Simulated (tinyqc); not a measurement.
Ellipsometry and reflectance of a transparent film on an absorbing substrate: one step of the calculation.

Air (index 1), film, substrate with N2 = n2 - i k2; time factor exp(+i w t). q_j = sqrt(N_j^2 - sin^2 th), root with positive real part. Fresnel coefficients r_s = (q_a - q_b)/(q_a + q_b), r_p = (N_b^2 q_a - N_a^2 q_b)/(N_b^2 q_a + N_a^2 q_b). tan(Psi) exp(i Delta) = R_p/R_s, Delta taken from 0 to 360 degrees.

Question. Interface coefficients and thickness period. q0, q1, q2 and the coefficients r01 and r12 for p and s; the results repeat in d with the period lam/(2 q1).

Values chosen for this exercise; indices close to those of silicon dioxide on silicon: wavelength lam = 632.8 nm; angle of incidence th = 75 degrees; index of the transparent film n1 = 1.453; index of the substrate n2 = 3.882; extinction coefficient of the substrate k2 = 0.019.

Give: q0; q1; q2; r01,p; r01,s; r12,p; r12,s; period.

Answer.

q0 = 0.25882
q1 = 1.0854
q2 = 3.7599-0.0196i
r01,p = -0.33031
r01,s = -0.61493
r12,p = 0.34656-0.00201i
r12,s = -0.55197+0.00181i
period = 291.49 nm

tinyqc, about 0.01 s, one thread, Intel Xeon 2.30GHz (shared host): `OMP_NUM_THREADS=1 python tinyqc.py 2870168 2870169 out.jsonl`
